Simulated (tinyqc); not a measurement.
Electromigration in a confined line: Blech product, Korhonen stress evolution and Black's law: one step, computed by the program tinyqc.

The electron wind pushes atoms from the cathode (x = 0) to the anode (x = L); blocking ends build a back stress (tension positive). The input rho is taken not to change with temperature. d sigma/dt = d/dx [kappa (d sigma/dx + G)], with zero flux at both ends and sigma = 0 at t = 0.

Problem. Steady state and Blech product. At steady state sigma(x) = G (L/2 - x). A void forms only if the cathode stress reaches sigma_c, that is if j L exceeds (j L)_c = 2 Omega (sigma_c)/(Z* e rho). Time scale tau = L^2/kappa.

Inputs (values chosen for the exercise, close to those used for cobalt lines):
```
quantity                    value          unit
resistivity rho              10.8  micro-ohm cm
atomic volume Omega          11.1    angstrom^3
effective charge number Z*    3.3             -
critical stress sigma_c       490           MPa
current density j             4.9       MA/cm^2
line length L                 120            um
test temperature T            330             C
```

Start: stress-free.

stress gradient G = 252.0700 MPa/um

kappa = 9.064402e-16 m^2/s

Constants: e = 1.602176634e-19 C.

Give: steady cathode stress; j L; critical product (j L)_c; tau.

Solution.

steady cathode stress = 15124 MPa

j L = 58800 A/cm

critical product (j L)_c = 1905 A/cm

tau = 4413 h

j L is 30.9 times the critical product: the line can fail. Caution: a steady stress above sigma_c is formal, since a void forms first.
